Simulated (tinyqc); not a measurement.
Inside a calculation. Model: thermal stress, cracking, delamination and buckling of a thin film; Griffith cracks and misfitting inclusions. Computed by tinyqc, a small Python program that keeps every step. Command: `OMP_NUM_THREADS=1 python tinyqc.py 3009341 3009342 out.jsonl filmcrack walk`. One thread of a shared host (Intel(R) Xeon(R) Processor @ 2.30GHz), about 0.01 s of CPU time with the checks. Intermediate numbers are printed to about 6 digits and carried at full precision; extremes and crossings named in words are read from the listed rows.

Isotropic linear elasticity; the substrate is much thicker than the film; stress is positive in tension.

Inputs (values chosen for the exercise, modelled on a silicon dioxide film on silicon):

| quantity | value | unit |
|---|---|---|
| film Young's modulus E | 73.2 | GPa |
| film Poisson ratio nu | 0.17 | - |
| film expansion alpha_f | 0.531 | 1e-6/K |
| substrate expansion alpha_s | 3.3 | 1e-6/K |
| deposition temperature T_d | 650 | K |
| final temperature T | 300 | K |
| intrinsic stress | 200 | MPa |
| film thickness h | 0.27 | micrometre |
| film toughness Gamma_f | 7.06 | J/m^2 |
| interface toughness Gamma_i | 3.7 | J/m^2 |
| substrate Young's modulus E_s | 158 | GPa |
| substrate Poisson ratio nu_s | 0.28 | - |
| flaw half length a | 0.12 | micrometre |
| substrate surface energy gamma_s | 1.3 | J/m^2 |
| inclusion radius R | 4 | micrometre |

Inclusion: sphere.

## Stress in the film

Thermal strain = (alpha_f - alpha_s)(T_d - T); stress = E/(1 - nu) x strain + intrinsic stress; plane-strain modulus Ebar = E/(1 - nu^2); G0 = stress^2 h/(2 Ebar) is the energy freed per area when a long strip loses its stress across its width.

thermal strain = -9.69150e-04

film stress = 114.528 MPa

Ebar = 75.3784 GPa

G0 = 0.0234914 J/m^2

The film ends in tension; the thermal part is -85.5 MPa.

## Elastic mismatch

Dundurs alpha = (Ebar - Ebar_s)/(Ebar + Ebar_s), with Ebar_s = E_s/(1 - nu_s^2). The channel-crack factor is taken as g = 1.258 (1 - alpha)^(-0.7), a rough interpolation chosen for the exercise (1.258 is the value for matched materials).

Dundurs alpha = -0.389202

factor g = 0.999413

The stiffer substrate holds the crack faces and lowers the driving force.

## Channel cracks and edge delamination

Channel crack through the film: G = pi g G0, critical thickness where G = Gamma_f. Steady delamination from an edge: G = G0, critical thickness where G = Gamma_i.

driving force for channelling = 0.0737572 J/m^2

critical thickness for channelling = 25.8442 micrometre

critical thickness for delamination = 42.5261 micrometre

As the film thickens, channel cracking comes first. At h the film is safe against both.

## Griffith crack in the substrate

Through crack of length 2a in plane strain: K_Ic = sqrt(2 gamma_s E_s/(1 - nu_s^2)); fracture stress = K_Ic/sqrt(pi a). An edge crack of depth a has K larger by 1.1215.

toughness K_Ic = 0.667643 MPa m^0.5

fracture stress, inner crack = 1087.37 MPa

fracture stress, edge crack = 969.570 MPa

The inner crack lowers the strength to 6.9 % of the ideal E_s/10.

## A misfitting inclusion

Film material fills a sphere of radius R in the substrate, with the misfit e = thermal strain (it wants to shrink if e > 0). Radial stress at the wall s0 = e/[(1 - 2 nu)/E + (1 + nu_s)/(2 E_s)]; inside it is uniform and hydrostatic; outside s_rr = s0 (R/r)^3, s_tt = -s_rr/2. Keep-out radius: where |s_rr| falls to 10 MPa (R if it is lower at the wall).

radial stress at the wall s0 = -74.1676 MPa

mean stress inside = -74.1676 MPa

keep-out radius = 7.80066 micrometre

The stress does not depend on R; its reach scales with R.

## Film, cylinder and sphere at the same misfit

Thermal misfit e alone, mean stress = trace/3 and largest difference of principal stresses inside. Film: E e/(1 - nu) in two directions, 0 in the third. Cylinder: s0 = (1 + nu) e/[(1 + nu)(1 - 2 nu)/E + (1 + nu_s)/E_s] twice and s_zz = E e + 2 nu s0. Sphere: e/[(1 - 2 nu)/E + (1 + nu_s)/(2 E_s)] three times.

Stresses inside (MPa):

| shape | s1 | s2 | s3 | mean | largest difference |
|---|---|---|---|---|---|
| film | -85.4720 | -85.4720 | 0.0000 | -56.9813 | 85.4720 |
| cylinder | -60.7978 | -60.7978 | -91.6130 | -71.0695 | 30.8153 |
| sphere | -74.1676 | -74.1676 | -74.1676 | -74.1676 | 0.0000 |

The mean stress in size is 57 MPa in the film, 71 in the cylinder and 74 in the sphere, while the largest difference, twice the largest shear stress, goes from 85 through 31 to 0. In a ductile solid shear can relax by slip and hydrostatic stress cannot.

Checks made by the program: fracture stress against the maximum of 4 a gamma - pi a^2 s^2/Ebar (relative difference 2e-08).
